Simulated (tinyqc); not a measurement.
Koster-Slater impurity in an sp3s* host: one step. A first estimate from the table. Four cases, with inputs chosen for the exercise.

Question. A defect that shifts the p level of its cation site by V has a level where the host Green function G_p(E) equals 1/V; E is counted from the top of the valence band. Find it by linear interpolation between the two rows that bracket it.

Give: 1/V; estimated level.

Case 1.

Values chosen (out of a larger set: near a published set for InP; not measured data): V = -5.8 eV (shift of the p levels).

G(E) (1/eV):

| E (eV) | G_s | G_p |
|---|---|---|
| 0.000000 | -0.0863948 | 0.0054520 |
| 0.178242 | -0.1028143 | -0.0372033 |
| 0.356483 | -0.1207826 | -0.0649585 |
| 0.534725 | -0.1410575 | -0.0890648 |
| 0.712967 | -0.1645746 | -0.1121223 |
| 0.891209 | -0.1926596 | -0.1357027 |
| 1.069450 | -0.2273658 | -0.1612710 |
| 1.247692 | -0.2721762 | -0.1906792 |
| 1.425934 | -0.3337869 | -0.2268673 |

Answer.

1/V = -0.17241 1/eV
estimated level = 1.137 eV

Case 2.

Values chosen (out of a larger set: near a published set for diamond; not measured data): V = -66.9 eV (shift of the p levels).

G(E) (1/eV):

| E (eV) | G_s | G_p |
|---|---|---|
| 0.000000 | -0.0038921 | 0.0480841 |
| 0.663668 | -0.0081005 | 0.0292497 |
| 1.327336 | -0.0126359 | 0.0169195 |
| 1.991004 | -0.0177409 | 0.0065604 |
| 2.654672 | -0.0237556 | -0.0031862 |
| 3.318340 | -0.0312520 | -0.0132622 |
| 3.982008 | -0.0413696 | -0.0248716 |
| 4.645676 | -0.0570341 | -0.0407122 |
| 5.309345 | -0.0929454 | -0.0752697 |

Answer.

1/V = -0.01495 1/eV
estimated level = 3.415 eV

Case 3.

Values chosen (out of a larger set: near a published set for diamond; not measured data): V = -40.7 eV (shift of the p levels).

G(E) (1/eV):

| E (eV) | G_s | G_p |
|---|---|---|
| 0.000000 | -0.0042582 | 0.0467943 |
| 0.658964 | -0.0083637 | 0.0290598 |
| 1.317928 | -0.0128086 | 0.0168642 |
| 1.976892 | -0.0178207 | 0.0065705 |
| 2.635857 | -0.0237300 | -0.0031209 |
| 3.294821 | -0.0310947 | -0.0131348 |
| 3.953785 | -0.0410278 | -0.0246544 |
| 4.612749 | -0.0563902 | -0.0403167 |
| 5.271713 | -0.0920879 | -0.0744442 |

Answer.

1/V = -0.02457 1/eV
estimated level = 3.949 eV

Case 4.

Values chosen (out of a larger set: near a published set for GaAs; not measured data): V = -6.7 eV (shift of the p levels).

G(E) (1/eV):

| E (eV) | G_s | G_p |
|---|---|---|
| 0.000000 | -0.0960606 | -0.0048433 |
| 0.190583 | -0.1146091 | -0.0357288 |
| 0.381166 | -0.1359407 | -0.0593235 |
| 0.571749 | -0.1612252 | -0.0815769 |
| 0.762331 | -0.1921971 | -0.1046641 |
| 0.952914 | -0.2316665 | -0.1304992 |
| 1.143497 | -0.2846574 | -0.1617545 |
| 1.334080 | -0.3615233 | -0.2033993 |
| 1.524663 | -0.4903020 | -0.2676917 |

Answer.

1/V = -0.14925 1/eV
estimated level = 1.067 eV

Computed by tinyqc, one run a case: `OMP_NUM_THREADS=1 python tinyqc.py N N+1 out.jsonl` with N = 1450801, 1451704, 1452068, 1452327; one thread of a shared Intel(R) Xeon(R) Processor @ 2.30GHz, about 0.08 s a run at most.
